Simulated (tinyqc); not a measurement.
X-ray photoelectron analysis of a thin oxide on a semiconductor: attenuation lengths, thickness, angle series and band offsets: one step, computed by the program tinyqc.

The same element is seen in the oxide and in the substrate, at nearly the same kinetic energy; films are flat and uniform, and the work function is ignored.

Question. Peak ratio. R_0 = (rho_o/M_o) L_o/((rho_s/M_s) L_s); peak ratio R = I_ox/I_sub = R_0 [exp(d/(L_o cos theta)) - 1]; hence d = L_o cos theta ln(1 + R/R_0). A carbon layer weakens both peaks alike, by exp(-d_C/(L_o cos theta)) if its L is taken equal to L_o. This R_0 leaves out intrinsic losses from the substrate peak, so calibrated values can be larger.

Inputs (values chosen for the exercise, modelled on SiO2 on 4H-SiC):
```
quantity                        value     unit
oxide density                    2.18   g/cm^3
oxide formula mass              60.08    g/mol
substrate density                3.21   g/cm^3
substrate formula mass           40.1    g/mol
oxide thickness d                 2.4       nm
emission angle from the normal     55  degrees
carbon overlayer                0.023       nm
```

L in the oxide = 1.807242 nm

L in the substrate = 1.350377 nm

Give: R_0; d/(L_o cos theta); ratio R; oxide share of the counts; attenuation by carbon; depth 3 L_o cos theta.

Answer.

R_0 = 0.60663

d/(L_o cos theta) = 2.3153

ratio R = 5.5372

oxide share of the counts = 0.84703

attenuation by carbon = 0.97806

depth 3 L_o cos theta = 3.1098 nm
